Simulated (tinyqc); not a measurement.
What moves the results: zigzag graphene nanoribbon in tight binding. A value that a table varies takes the place of the one given here.

A zigzag ribbon of N chains, sites A1, B1, A2, ..., BN across it. For each k it is a chain with bonds -2t cos(k/2) (A_n to B_n) and -t (B_n to A_(n+1)), and +D, -D on A and B. A1 and BN are the edge sites; the Dirac points project to k = 2 pi/3.

Inputs chosen for the exercise (near those used for graphene; the results hold for these values, not for the real material): t = 2.9 eV (hopping); D = 0.32 eV (sublattice potential, +D on A and -D on B); Nw = 13 (chains, N of this table); k = 2.69 (k times the period sqrt3 acc); N = 3 (zigzag chains).

## The flat edge band

A ribbon of N = Nw chains: lowest positive level, next level, and weight on the two edge sites per state of the middle pair, along k.

Along k:

| k/pi | 2 cos(k/2) | lowest level (eV) | next (eV) | edge weight |
|---|---|---|---|---|
| 0.50 | 1.4142 | 1.41191 | 1.8527 | 0.042 |
| 0.60 | 1.1756 | 0.80848 | 1.3274 | 0.075 |
| 0.65 | 1.0450 | 0.53761 | 1.1109 | 0.121 |
| 0.70 | 0.9080 | 0.36491 | 0.9940 | 0.228 |
| 0.75 | 0.7654 | 0.32217 | 1.0590 | 0.417 |
| 0.80 | 0.6180 | 0.32002 | 1.3078 | 0.618 |
| 0.85 | 0.4669 | 0.32000 | 1.6591 | 0.782 |
| 0.90 | 0.3129 | 0.32000 | 2.0584 | 0.902 |
| 0.95 | 0.1569 | 0.32000 | 2.4817 | 0.975 |
| 1.00 | 0.0000 | 0.32000 | 2.9176 | 1.000 |

What does this show, and why?

Beyond k = 2 pi/3 the lowest level sinks towards D = 0.32 eV: it is within 1 meV of that from k/pi = 0.80 on. The edge weight grows from 0.23 at 0.70 to 1 at pi, where the chain breaks into dimers and the next level is sqrt(t^2 + D^2) = 2.9176 eV. So flat a band is sensitive to interactions, which this model leaves out; they matter once they exceed the splitting of the middle pair (2D, or for D = 0 only the small overlap of the two edges).

## Lowest level against width

D = 0; lowest positive level at the given k, and the estimate t x^N (1 - x^2), x = 2 cos(k/2) (a dash if x >= 1).

Level (eV):

| N | matrix | estimate |
|---|---|---|
| 2 | 0.4964 | 0.4649 |
| 3 | 0.2120 | 0.2081 |
| 4 | 0.09366 | 0.09320 |
| 5 | 0.04178 | 0.04173 |
| 6 | 0.01869 | 0.01869 |
| 8 | 0.003747 | 0.003746 |
| 10 | 0.0007511 | 0.0007511 |
| 14 | 3.019e-05 | 3.019e-05 |

What does this show?

With x = 0.4478 < 1 the level falls exponentially: from N = 10 to 14 by a factor 0.0402, against x^4 = 0.0402.

## What each parameter does

The two lowest positive levels at k and the weight on the two edge sites per state of the middle pair. Each row changes one parameter from the base and keeps the others.

Results:

| case | lowest (eV) | next (eV) | edge weight |
|---|---|---|---|
| base | 0.3839 | 2.7346 | 0.8220 |
| t = 3.045 eV | 0.3898 | 2.8695 | 0.8220 |
| N = 4 | 0.3334 | 2.3469 | 0.8058 |
| D = 0.42 eV | 0.4705 | 2.7481 | 0.8220 |
| k = 2.59 | 0.4725 | 2.8246 | 0.7593 |

What does this show?

The largest shifts from the base row, up to three for each result and ties (the steps differ in size, so this ranks the rows, not the parameters). lowest (eV): k +0.0886, D +0.0866, N -0.0504. next (eV): N -0.3878, t +0.1349, k +0.0900. edge weight: k -0.0627, N -0.0161; unchanged at the printed digits by t and D.

tinyqc: `OMP_NUM_THREADS=1 python tinyqc.py 1451563 1451564 out.jsonl`; about 0.01 s, one thread, shared Intel(R) Xeon(R) Processor @ 2.30GHz.
